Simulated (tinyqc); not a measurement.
Hole mobility in a silicon inversion layer, empirical terms and Matthiessen rule: one step of the calculation.

Inversion layer of sheet density Ns on a uniformly doped body, under a high-permittivity gate with an interlayer. The mobility terms are empirical power laws with prefactors chosen for the exercise; adding their inverses (Matthiessen) is itself an approximation.

Task. Mobility terms and their sum. With t = T/(300 K): muC = Ac (Ns/1e12 cm^-2) t/(Nb/1e17 cm^-3 + Nit/1e11 cm^-2), muP = Ap E^(-1/3) t^(-1.75), muS = As E^(-gs), muR = Ar exp(2 ti/lr)/t; 1/mu is the sum of the inverses.

Parameters, values chosen for the exercise; material values close to those of silicon: temperature T = 300 K; body doping Nb = 9.4e16 cm^-3; phonon-limited mobility at 1 MV/cm and 300 K Ap = 123 cm^2/(V s); roughness-limited mobility at 1 MV/cm As = 287 cm^2/(V s); exponent of the roughness term gs = 1; Coulomb prefactor Ac = 830 cm^2/(V s); charge at the interface Nit = 2.2e11 cm^-2; remote-phonon mobility without interlayer Ar = 340 cm^2/(V s); interlayer thickness ti = 0.8 nm; decay length of remote phonons lr = 0.7 nm; inversion density Ns = 7.1e11 cm^-2.

E = 0.24100370 MV/cm

Find: terms; mu; shares of 1/mu.

Result.

terms (cm^2/(V s)): Coulomb 187.7, phonon 197.7, roughness 1191, remote phonon 3343
mu = 86.76 cm^2/(V s)
shares of 1/mu (%): Coulomb 46.23, phonon 43.89, roughness 7.285, remote phonon 2.595

The Coulomb term limits most.

tinyqc, about 0.01 s, one thread, Intel Xeon 2.30GHz (shared host): `OMP_NUM_THREADS=1 python tinyqc.py 2510044 2510045 out.jsonl`
